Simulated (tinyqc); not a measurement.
Inside a calculation. Model: a square-lattice strip 3 sites wide, recursive Green functions.

tinyqc, about 0.02 s, one thread, Intel Xeon 2.30GHz (shared host): `OMP_NUM_THREADS=1 python tinyqc.py 2660107 2660108 out.jsonl` Printed values are rounded.

The device has N = 4 slices of 3 site(s), nearest-neighbour hopping -t, and site energies U; the leads are semi-infinite continuations with site energy 0. V = <i+1|H|i> = -t 1.

Parameters, values chosen for the exercise: hopping (matrix element -t) t = 1 eV; site energies, slice by slice (3 a slice) U = [1.16, -0.23, 0.69, -0.74, -0.16, -0.78, 0.75, 0.72, 0.91, 1.14, 0.28, -0.8] eV; energy E = 0.28 eV.

## Self-energy of the leads

Transverse modes n = 1..3: chi_n(j) = sqrt(2/4) sin(pi n j/4), energy e_n = -2 t cos(pi n/4). Sigma = t^2 sum_n chi_n chi_n^T g(E - e_n), g(x) = (x - i sqrt(4 t^2 - x^2))/(2 t^2) for |x| < 2 t and (x - sign(x) sqrt(x^2 - 4 t^2))/(2 t^2) otherwise; Gamma = i (Sigma - Sigma^dagger); both leads give the same.

Sigma (eV):
```
[[0.1400000-0.8338425i, 0.5000000+0.1033159i, 0.0000000+0.1563090i],
 [0.5000000+0.1033159i, 0.1400000-0.6775335i, 0.5000000+0.1033159i],
 [0.0000000+0.1563090i, 0.5000000+0.1033159i, 0.1400000-0.8338425i]]
```

Gamma (eV):
```
[[1.667685, -0.206632, -0.312618],
 [-0.206632, 1.355067, -0.206632],
 [-0.312618, -0.206632, 1.667685]]
```

open modes = 3

## Slice 1

Forward pass: g_1 = (E - H_1 - Sigma)^(-1), g_i = (E - H_i - V g_(i-1) V^dagger)^(-1), with Sigma also subtracted on the last slice; G_(i,1) = g_i V G_(i-1,1), starting from g_1. H_i is the block of slice i: its site energies on the diagonal and -t between neighbouring rows.

g_1 (1/eV):
```
[[-0.4353030-0.4727124i, 0.3390801-0.1441932i, 0.0771772+0.0459390i],
 [0.3390801-0.1441932i, 0.5897153-0.5940655i, 0.4597096-0.0502466i],
 [0.0771772+0.0459390i, 0.4597096-0.0502466i, -0.3526523-0.6886157i]]
```

## Slice 2

As before.

g_2 (1/eV):
```
[[0.4180767-0.3269215i, 0.4143456+0.3124225i, -0.1465705-0.0670458i],
 [0.4143456+0.3124225i, -0.8216513-0.7593513i, 0.3801063+0.1649060i],
 [-0.1465705-0.0670458i, 0.3801063+0.1649060i, 0.4210540-0.2902684i]]
```

G_(2,1) (1/eV):
```
[[0.1592162+0.0210374i, -0.4538182+0.2565014i, -0.2589808-0.2413539i],
 [0.3990189+0.4406803i, 0.5670747-0.1432139i, 0.4187387+0.5845509i],
 [-0.2306044-0.0965192i, -0.4417303+0.2847556i, 0.1735765+0.1427785i]]
```

## Slice 3

As before.

g_3 (1/eV):
```
[[-0.5729378-0.5451697i, 0.5373931-0.1975931i, 0.3041810-0.2294181i],
 [0.5373931-0.1975931i, 0.7023466-0.2524985i, 0.4941723-0.1159142i],
 [0.3041810-0.2294181i, 0.4941723-0.1159142i, -0.5364235-0.3066304i]]
```

G_(3,1) (1/eV):
```
[[-0.1294646-0.0826677i, -0.6072525-0.0993945i, -0.4428862-0.5144720i],
 [-0.3560930-0.1676372i, 0.0163578-0.1756633i, -0.3571603-0.2767346i],
 [-0.3956280-0.2638776i, -0.5087045-0.0283309i, -0.0912085-0.0965171i]]
```

## Slice 4

As before.

g_4 (1/eV):
```
[[-0.2031301-0.6406666i, 0.0344122+0.0418423i, -0.1051533-0.0411676i],
 [0.0344122+0.0418423i, -0.5388851-0.5927894i, 0.0106049+0.0056629i],
 [-0.1051533-0.0411676i, 0.0106049+0.0056629i, 0.4077184-0.3183322i]]
```

G_(4,1) (1/eV):
```
[[0.0011655-0.1231021i, -0.1199112-0.4277971i, 0.2347354-0.3776836i],
 [-0.0888222-0.2881247i, 0.1349186-0.0529552i, -0.0342884-0.3230734i],
 [0.2379222-0.0285816i, 0.1554958-0.1840665i, 0.0447411-0.0570565i]]
```

## Transmission and its channels

T(E) = Tr[Gamma G_(N,1) Gamma G_(N,1)^dagger]. The non-zero eigenvalues T_n of the matrix under the trace are the channel transmissions; Fano factor sum T_n (1 - T_n)/sum T_n.

T(E) = 1.380139
T_n: [0.9034273, 0.3148994, 0.1618123]
Fano factor = 0.3178037

With 3 open mode(s) in the leads T(E) cannot exceed 3. Inverting the whole matrix gives the same value.
